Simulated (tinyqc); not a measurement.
Bulk transistor, scale length and short-channel effects: two steps of the calculation.

A gate, an insulator of thickness ti and a depleted layer of depth ts on a conducting body. Below threshold the potential that source and drain add obeys Laplace's equation and vanishes on the gate and at the bottom of the depleted layer. Its lowest mode decays along the channel as exp(-k y); k is the smallest positive root of the matching condition at the interface, and the scale length is Lambda = pi/k.

Values chosen for this exercise; permittivities: semiconductor close to that of germanium, insulator close to that of aluminium oxide:
```
symbol,value,unit,meaning
eps_r,16,,relative permittivity of the semiconductor
ei,9.22,,relative permittivity of the insulator
ti,1.5,nm,insulator thickness
ts,20,nm,depletion depth
```

Question 1. Scan of the matching condition. f(k) = eps_r sin(k ti) cos(k ts) + ei cos(k ti) sin(k ts).

k, point 0 to 7 (1/nm): [0.025, 0.05, 0.075, 0.1, 0.125, 0.15, 0.175, 0.2]

Give: f(k).

Answer 1.

f(k), point 0 to 7: [4.944, 8.384, 9.266, 7.295, 3.032, -2.266, -7.012, -9.757]

The first change of sign lies between k = 0.125 and 0.15 1/nm.

Question 2. Scale length against simple estimates. Lambda = pi/k and l = 1/k. A parabolic potential across the structure gives l(parabolic) = sqrt((eps_r/ei) ts ti).

k = 0.13943378 1/nm

Find: Lambda; l; l(parabolic).

Answer 2.

Lambda = 22.53 nm
l = 7.172 nm
l(parabolic) = 7.215 nm

Computed by the program tinyqc: `OMP_NUM_THREADS=1 python tinyqc.py 2420118 2420119 out.jsonl`, one thread of a shared Intel Xeon 2.30GHz, about 0.01 s for the whole run.
